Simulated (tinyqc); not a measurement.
## Pull-up strength from the switching point

Inverse problem. Transistor (EKV form, voltages against the body): I = 2 n b Vt^2 [F(vp - Vs) - F(vp - Vd)] from drain to source, F(v) = ln^2(1 + exp(v/(2 Vt))), vp = (Vg - VT + sg |Vd - Vs|)/n. n-channel bodies are at 0; for the p-channel device all voltages are counted down from Vdd. b in uA/V^2 gives I in uA. In an inverter In(Vg = Vd = VM) equals Ip at the switching point VM. Find bp and the current there.

Parameters, values chosen for the exercise: temperature T = 273 K; supply voltage Vdd = 1.2 V; slope factor n = 1.39; drain-induced barrier lowering sg = 0.025; n-channel threshold VTn = 0.36 V; p-channel threshold (magnitude) VTp = 0.34 V; gain factor of the pull-down transistor bn = 420 uA/V^2.

Constants: q = 1.602176634e-19 C, kB = 1.380649e-23 J/K, Vt = kB T/q. Results are converted to the units shown.

VM = 0.609756097 V

Solution. Ip is proportional to bp, so bp is In(VM) over the p-channel current for unit b.

bp = 420.0 uA/V^2
current at VM = 10.70 uA

Computed by the program tinyqc: `OMP_NUM_THREADS=1 python tinyqc.py 2340008 2340009 out.jsonl`, one thread of a shared Intel Xeon 2.30GHz, about 0.03 s for the whole run.
